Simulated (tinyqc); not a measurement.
Configuration-coordinate model of a defect: Huang-Rhys factor and luminescence line shape: one step, computed by the program tinyqc. Command: `OMP_NUM_THREADS=1 python tinyqc.py 3016965 3016966 out.jsonl ccline walk`. One thread of a shared host (Intel(R) Xeon(R) Processor @ 2.30GHz), about 0.02 s of CPU time with the checks.

Ground state E_g(Q) = (1/2) omega_g^2 Q^2; excited state E_e(Q) = E_0 + (1/2) omega_e^2 (Q - dQ)^2 with E_0 = E_ZPL - (hbar omega_e - hbar omega_g)/2. Q is mass-weighted; the dipole does not depend on Q (Condon approximation).

Task: Huang-Rhys factors and vertical energies. S = hbar omega dQ^2/(2 hbar^2/u) for each state; relaxation energy S hbar omega; absorption at E_0 + S_e hbar omega_e, emission at E_0 - S_g hbar omega_g; the Stokes shift is their difference.

Inputs (values chosen for the exercise, for a model defect in a wide-gap host):

| quantity | value | unit |
|---|---|---|
| zero-phonon energy E_ZPL | 3.18 | eV |
| displacement dQ | 0.39 | u^(1/2) angstrom |
| ground-state phonon hbar omega_g | 46.8 | meV |
| excited-state phonon hbar omega_e | 36.9 | meV |

Modes: different frequencies.

Constants: hbar^2/u = 4.18015928e-03 eV angstrom^2.

Give: S_g; S_e; relaxation energy, ground state; relaxation energy, excited state; vertical absorption energy; vertical emission energy; Stokes shift.

Result:

S_g = 0.8514

S_e = 0.6713

relaxation energy, ground state = 0.03985 eV

relaxation energy, excited state = 0.02477 eV

vertical absorption energy = 3.210 eV

vertical emission energy = 3.145 eV

Stokes shift = 0.06462 eV

The coupling is intermediate: phonon replicas can be resolved beside the zero-phonon line.
